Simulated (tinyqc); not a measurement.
From peak temperature back to power per gate width P: self-heating of a transistor with one or more fingers, with temperature-dependent conductivity. Computed by tinyqc, a small Python program. Command: `OMP_NUM_THREADS=1 python tinyqc.py 3010162 3010163 out.jsonl selfheat inv`. One thread of a shared host (Intel(R) Xeon(R) Processor @ 2.30GHz), about 0.1 s of CPU time with the checks.

N long parallel fingers lie on the top face of a slab whose bottom is held at T_0; the top is otherwise insulated, and heat flows in two dimensions. P in W/mm is 1000 P in W/m.

Inputs (values chosen for the exercise, modelled on indium phosphide):
```
quantity                                      value        unit
conductivity at the base temperature kappa_0   68.1     W/(m K)
exponent m in kappa ~ T^-m                     1.41           -
base temperature T_0                            298           K
fingers N                                         4           -
finger pitch s                                   51  micrometre
width of the heat source w                     0.53  micrometre
substrate thickness t                           260  micrometre
```

Power: power rises with temperature.

Method:
- A line source of power P on the top face raises the top at distance x by (P/(pi kappa_0)) g(x), g(x) = -ln tanh(pi x/(4 t)) (the image sum for the slab). On a strip of width w the centre sees the mean of g over the strip, g_0 = 1 + ln(8 t/(pi w)) for w much below t.
- theta_i = (P/(pi kappa_0)) [g_0 + sum over j != i of g(|i - j| s)], with equal powers and constant conductivity; thermal resistance = largest theta/P.
- Kirchhoff transformation for kappa = kappa_0 (T/T_0)^-m: T = T_0 [1 - (m - 1) theta/T_0]^(-1/(m - 1)), where theta is the linear rise.
- The bracket vanishes at the power P T_0/((m - 1) theta).

Problem. A run gave the result below. Find the power per gate width P, known to lie between 0.31 and 0.9 W/mm.

peak temperature = 329.7137 K

Solution.

Each step takes the trial c = (a f_b - b f_a)/(f_b - f_a), f being the result less the target and a, b, c the logarithms of the listed values; c replaces end b, the old b replaces a if the sign of f changed, and otherwise f_a is halved.

Scan of the range:
```
power per gate width P (W/mm)  peak temperature (K)
0.310                                       317.860
0.370                                       321.919
0.442                                       326.886
0.528                                       332.962
0.631                                       340.451
0.754                                       349.708
0.900                                       361.164
```

False position (Illinois rule, in the logarithm of the input) inside the bracket:
```
step     end a     end b     trial  peak temperature (K)
1     0.442000  0.528000  0.480125               329.560
2     0.528000  0.480125  0.482189               329.706
3     0.528000  0.482189  0.482400               329.721
4     0.482189  0.482400  0.482300               329.714
5     0.482400  0.482300  0.482300               329.714
```

Peak temperature rises at every point of a 13-point scan of the range (every second point is shown), so one value fits; it is bracketed by 0.442 and 0.528. Answer: power per gate width P = 0.4823 W/mm.
